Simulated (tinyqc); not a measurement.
Worked calculation: CIS and TDHF on RHF in the sto-3g basis, frozen core, for BeH2, spin multiplicity 1. One step of it, computed by the program tinyqc.

Task: CIS matrix, triplets. A(ia,jb) = (e_a - e_i) d_ij d_ab - (ij|ab).

orbital energies (hartree): MO1 -4.538113, MO2 -0.406001, MO3 -0.361601, MO4 0.213342, MO5 0.213342, MO6 0.326315, MO7 0.645167

Two-electron integrals over orbitals (pq|rs), unique and non-zero (hartree); the lowest 1 orbital is frozen and left out:
```
(22|22) 0.367656    (32|22) 0.008693    (32|32) 0.156127    (33|22) 0.377737
(33|32) -0.007132   (33|33) 0.401956    (42|42) 0.047056    (43|42) -0.000852
(43|43) 0.011874    (44|22) 0.349349    (44|32) -0.000106   (44|33) 0.328301
(44|44) 0.449859    (52|52) 0.047056    (53|52) -0.000852   (53|53) 0.011874
(54|54) 0.024249    (55|22) 0.349349    (55|32) -0.000106   (55|33) 0.328301
(55|44) 0.401360    (55|55) 0.449859    (62|22) -0.012216   (62|32) -0.002692
(62|33) -0.040030   (62|44) 0.071492    (62|55) 0.071492    (62|62) 0.084963
(63|22) -0.004674   (63|32) -0.091845   (63|33) 0.005741    (63|44) -0.002856
(63|55) -0.002856   (63|62) -0.001316   (63|63) 0.089253    (64|42) 0.046270
(64|43) -0.001296   (64|64) 0.048546    (65|52) 0.046270    (65|53) -0.001296
(65|65) 0.048546    (66|22) 0.369650    (66|32) -0.001899   (66|33) 0.381055
(66|44) 0.347350    (66|55) 0.347350    (66|62) -0.026415   (66|63) 0.002261
(66|66) 0.386940    (72|22) -0.002140   (72|32) -0.037816   (72|33) 0.000984
(72|44) 0.002309    (72|55) 0.002309    (72|62) 0.003856    (72|63) 0.063277
(72|66) -0.000103   (72|72) 0.057692    (73|22) 0.002279    (73|32) -0.000400
(73|33) -0.018094   (73|44) 0.072961    (73|55) 0.072961    (73|62) 0.080584
(73|63) -0.003825   (73|66) -0.019877   (73|72) 0.001947    (73|73) 0.088624
(74|42) 0.000808    (74|43) 0.013070    (74|64) 0.000323    (74|74) 0.017026
(75|52) 0.000808    (75|53) 0.013070    (75|65) 0.000323    (75|75) 0.017026
(76|22) 0.007208    (76|32) 0.138311    (76|33) -0.007127   (76|44) 0.000085
(76|55) 0.000085    (76|62) -0.002057   (76|63) -0.090854   (76|66) -0.002267
(76|72) -0.045049   (76|73) -0.000013   (76|76) 0.135183    (77|22) 0.392642
(77|32) 0.003131    (77|33) 0.407312    (77|44) 0.373478    (77|55) 0.373478
(77|62) -0.014710   (77|63) -0.001673   (77|66) 0.402359    (77|72) -0.001125
(77|73) 0.006600    (77|76) 0.002293    (77|77) 0.444394
```

Give: CIS matrix A, triplet.

Result:

CIS matrix A, triplet (hartree), lower triangle:
```
        2>4     2>5      2>6      2>7     3>4     3>5     3>6     3>7
2>4  0.2700
2>5  0.0000  0.2700
2>6  0.0000  0.0000   0.3627
2>7  0.0000  0.0000  -0.0072   0.6585
3>4  0.0001  0.0000   0.0000   0.0000  0.2466
3>5  0.0000  0.0001   0.0000   0.0000  0.0000  0.2466
3>6  0.0000  0.0000   0.0019  -0.1383  0.0000  0.0000  0.3069
3>7  0.0000  0.0000  -0.1383  -0.0031  0.0000  0.0000  0.0071  0.5995
```
